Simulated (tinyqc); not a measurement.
Nudged elastic band on a two-dimensional model surface: one step, computed by the program tinyqc. Command: `OMP_NUM_THREADS=1 python tinyqc.py 3029957 3029958 out.jsonl neb walk`. One thread of a shared host (Intel(R) Xeon(R) Processor @ 2.30GHz), about 0.2 s of CPU time with the checks.

V(x, y) = h u^2 + t x + (kappa/2)(y + c u)^2 with u = x^2/w^2 - 1; the path runs from the minimum near (-w, 0) to that near (w, 0).

Problem. Iteration 2. Tangent at image i: towards the higher neighbour if the energies rise or fall through i; at a maximum or minimum, tau = t+ dmax + t- dmin if V(i+1) > V(i-1), else t+ dmin + t- dmax, with t+ = R(i+1) - R(i), t- = R(i) - R(i-1) and dmax, dmin the larger and smaller of |V(i+1) - V(i)| and |V(i-1) - V(i)|; then normalise. Force F = -grad V + (grad V.tau) tau + k_s (|t+| - |t-|) tau. With a climbing image, the highest image feels instead F = -grad V + 2 (grad V.tau) tau and no spring. Update R(new) = R + eta F; the end points stay fixed.

Inputs (values chosen for the exercise, for a model surface):
```
quantity                     value           unit
height h                       1.3             eV
half width w                   1.2       angstrom
transverse stiffness kappa     5.5  eV/angstrom^2
curvature c                   0.87       angstrom
tilt t                      0.0098    eV/angstrom
spring constant k_s            5.4  eV/angstrom^2
step factor eta              0.026  angstrom^2/eV
```

Surface: curved double well. Climbing image: on.

images after iteration 1 (angstrom):
```
                  x          y
image 1  -0.9014447  0.0531137
image 2  -0.6015091  0.0925063
image 3  -0.3015478  0.1162575
image 4  -0.0011787  0.1244130
image 5   0.2984514  0.1170160
image 6   0.5984892  0.0941134
image 7   0.8985524  0.0557497
```

positions (angstrom):
```
                x          y
start   -1.201355  -0.001965
end      1.198641   0.001970
saddle   0.002714   0.869996
```

Give: unit tangents; forces; images after iteration 2.

Solution.

unit tangents:
```
              x        y
image 1  0.9915   0.1302
image 2  0.9969   0.0789
image 3  0.9996   0.0271
image 4  1.0000   0.0009
image 5  0.9997  -0.0247
image 6  0.9971  -0.0761
image 7  0.9919  -0.1268
```

forces (eV/angstrom):
```
              x      y
image 1  -0.302  2.197
image 2  -0.275  3.359
image 3  -0.108  3.906
image 4   0.013  4.101
image 5   0.103  3.902
image 6   0.264  3.350
image 7   0.293  2.188
```

images after iteration 2 (angstrom):
```
               x       y
image 1  -0.9093  0.1102
image 2  -0.6087  0.1798
image 3  -0.3044  0.2178
image 4  -0.0008  0.2310
image 5   0.3011  0.2185
image 6   0.6054  0.1812
image 7   0.9062  0.1126
```
